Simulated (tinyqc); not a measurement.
Capacitances against the line height.

Endless row of lines of width wl, height tl and space sl between grounded planes at distance hd; e2 fills the gaps beside the lines, e1 the rest. Laplace's equation is solved on meshes of 3, 6 and 12 steps per unit u and extrapolated (Aitken), which is good to about 0.2 %. C_even (all lines at 1 V) is the capacitance Cg to the planes; C_odd (neighbours in antiphase) = Cg + 4 Cc if only nearest neighbours couple, which defines Cc; total with quiet neighbours Cg + 2 Cc. Plate values 2 eps0 e1 wl/hd and eps0 e2 tl/sl.

Inputs (values chosen for the exercise): relative permittivity above and below the lines e1 = 2.7; relative permittivity between the lines e2 = 2.4; line width, in units u wl = 6 u; space between lines sl = 6 u; distance to each plane hd = 4 u.

Constants: eps0 = 8.8541878128e-12 F/m. Results are converted to the units shown.

The same in every row: plate Cg (aF/um) = 71.7.

Capacitances against the line height:

| tl (u) | Cg (aF/um) | Cc (aF/um) | Cg + 2 Cc (aF/um) | C_odd (aF/um) | plate Cc (aF/um) | share of coupling, 2 Cc/(Cg + 2 Cc) (%) |
|---|---|---|---|---|---|---|
| 2 | 121 | 8.25 | 138 | 154 | 7.08 | 12.0 |
| 4 | 125 | 14.5 | 154 | 183 | 14.2 | 18.9 |
| 6 | 126 | 21.3 | 169 | 211 | 21.3 | 25.3 |
| 8 | 126 | 28.3 | 183 | 240 | 28.3 | 30.9 |
| 12 | 127 | 42.4 | 211 | 296 | 42.5 | 40.1 |
| 16 | 127 | 56.6 | 240 | 353 | 56.7 | 47.2 |

As tl goes from 2 to 16, Cg rises from 121 to 127 aF/um, Cc rises from 8.25 to 56.6 aF/um and the share of coupling rises from 12.0 to 47.2 %. Cg is 1.69 times its plate value in the first row and 1.77 times in the last; for Cc the ratios are 1.16 and 0.998. Neighbours in antiphase raise the load by a factor of 1.12 and 1.47 over quiet ones.

Numbers from tinyqc (`OMP_NUM_THREADS=1 python tinyqc.py 2790191 2790192 out.jsonl`; about 0.7 s on one thread of a shared Intel Xeon 2.30GHz).
